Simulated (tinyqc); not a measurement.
Inside a calculation. Model: long-channel MOSFET, surface-potential model.

tinyqc, about 0.07 s, one thread, Intel Xeon 2.30GHz (shared host): `OMP_NUM_THREADS=1 python tinyqc.py 2360162 2360163 out.jsonl` Printed values are rounded.

n-channel transistor on a uniformly doped p-type body, gradual-channel approximation, constant mobility, Boltzmann statistics, full ionisation. Potentials are counted from the neutral body; V is the electron quasi-Fermi potential, Vsb at the source and Vsb + Vds at the drain. Charges are magnitudes per area.

Inputs (values chosen for the exercise); material values those of a made-up semiconductor:
```
symbol,value,unit,meaning
T,300,K,temperature
Eg,3.58,eV,band gap
eps_r,11.2,,relative permittivity of the semiconductor
Nc,2.53e18,cm^-3,conduction-band density of states at T
Nv,4.13e19,cm^-3,valence-band density of states at T
Na,3.6e16,cm^-3,acceptor density of the body
eox,7.62,,relative permittivity of the gate insulator
tox,31,nm,insulator thickness
Vfb,-2.78,V,flat-band voltage
mu,430,cm^2/(V s),channel mobility
W,5,um,gate width
L,2,um,gate length
Vsb,0.3,V,source-body reverse bias
Vgs,1.86,V,gate-source voltage
Vds,2,V,drain-source voltage
```

Constants: q = 1.602176634e-19 C, kB = 1.380649e-23 J/K, Vt = kB T/q, eps0 = 8.8541878128e-14 F/cm where lengths are in cm. Results are converted to the units shown.

Range of the model: The surface electron density at the source passes 0.3 Nc, where degeneracy, left out here, matters.

## Body potential, insulator capacitance and body factor

ni = sqrt(Nc Nv) exp(-Eg/(2 Vt)), Eg in volts; phiF = Vt ln(Na/ni); Cox = eps0 eox/tox; gamma = sqrt(2 q eps0 eps_r Na)/Cox. VT = Vfb + 2 phiF + gamma sqrt(2 phiF + Vsb), m = 1 + gamma/(2 sqrt(2 phiF + Vsb)).

ni = 8.68678e-12 cm^-3
phiF = 1.64397 V
Cox = 0.217642 uF/cm^2
gamma = 0.491431 V^0.5
VT = 1.43880 V
m = 1.12972

## Iteration 1: surface potential at the source by Newton steps

psi at the start (the smaller of 2 phiF + Vsb + 4 Vt and the root without inversion charge) = 3.69134 V

With V = Vsb: G = psi - Vt + Vt e, e = exp((psi - 2 phiF - Vsb)/Vt); f = Vgs + Vsb - Vfb - psi - gamma sqrt(G); f' = -1 - gamma (1 + e)/(2 sqrt(G)); psi(new) = psi - f/f'.

G = 5.07676 V
f = 0.141383 V
f' = -7.06234
psi after iteration 1 = 3.71136 V

## Iteration 2: surface potential at the source by Newton steps

As before.

G = 6.74691 V
f = -0.0478434 V
f' = -12.2969
psi after iteration 2 = 3.70747 V

## Course of the iteration: surface potential at the source by Newton steps

Stop when psi changes by less than 1e-10 V, or after 40 iterations.

Course of the iteration:
```
iteration  psi (V)  |change| (V)
1          3.71136        0.0200
2          3.70747       3.89e-3
3          3.70725       2.21e-4
4          3.70725       6.74e-7
5          3.70725      6.24e-12
```

Converged in 5 iterations. At the end the number of correct digits about doubles with each step.

## Charges and current of the charge-sheet model

psi_0 = 3.70725 V
psi_L = 3.96468 V

psi_0 and psi_L solve Vgs + Vsb - Vfb - psi = gamma sqrt(G) at V = Vsb and Vsb + Vds. Qi = Cox gamma [sqrt(G) - sqrt(psi - Vt)], G = psi - Vt + Vt exp((psi - 2 phiF - V)/Vt), at both ends. With U = Vgs + Vsb - Vfb: drift = mu (W/L) Cox [U (psi_L - psi_0) - (psi_L^2 - psi_0^2)/2 - (2/3) gamma ((psi_L - Vt)^1.5 - (psi_0 - Vt)^1.5)]; diffusion = mu (W/L) Vt (Qi0 - QiL).

Qi0 = 63.0825 nC/cm^2
QiL = 3.74557e-28 nC/cm^2
drift current = 8.72331 uA
diffusion current = 1.75312 uA
drain current = 10.4764 uA

Drift carries 83.3 % of the current. The drain end is pinched off: its charge is under 1 % of that at the source.

## Inversion charge along the channel

V, point 0 to 6 (V): [0.3, 0.633333, 0.966667, 1.3, 1.63333, 1.96667, 2.3]

The surface potential psi at channel potential V solves Vgs + Vsb - Vfb - psi = gamma sqrt(G), G = psi - Vt + Vt exp((psi - 2 phiF - V)/Vt). Charge sheet: Qi = Cox gamma [sqrt(G) - sqrt(psi - Vt)]. Pao-Sah: Qi = (Cox gamma/2) integral from 3 Vt to psi of exp((u - 2 phiF - V)/Vt)/sqrt(G(u, V)) du.

```
point  psi (V)  Qi, charge sheet (nC/cm^2)  Qi, Pao-Sah (nC/cm^2)
0      3.70725                     63.0825                63.2909
1      3.95445                     2.50271                2.51100
2      3.96468                  9.38711e-6             9.41822e-6
3      3.96468                 2.35928e-11            2.36710e-11
4      3.96468                 5.92960e-17            5.94925e-17
5      3.96468                 1.49029e-22            1.49523e-22
6      3.96468                 3.74557e-28            3.75799e-28
```

At the source the charge-sheet charge is 0.33 % below the Pao-Sah one.

## Pao-Sah current by Simpson's rule

I = mu (W/L) integral of Qi dV; Simpson's rule on the 7 points, step Vds/6, weights 1, 4, 2, ..., 4, 1 times step/3.

Pao-Sah current = 8.75945 uA

Gauss-Legendre quadrature on many points gives 10.61 uA, so this value is 17 % below it; the charge-sheet current, 10.48 uA, is 1.2 % below it.
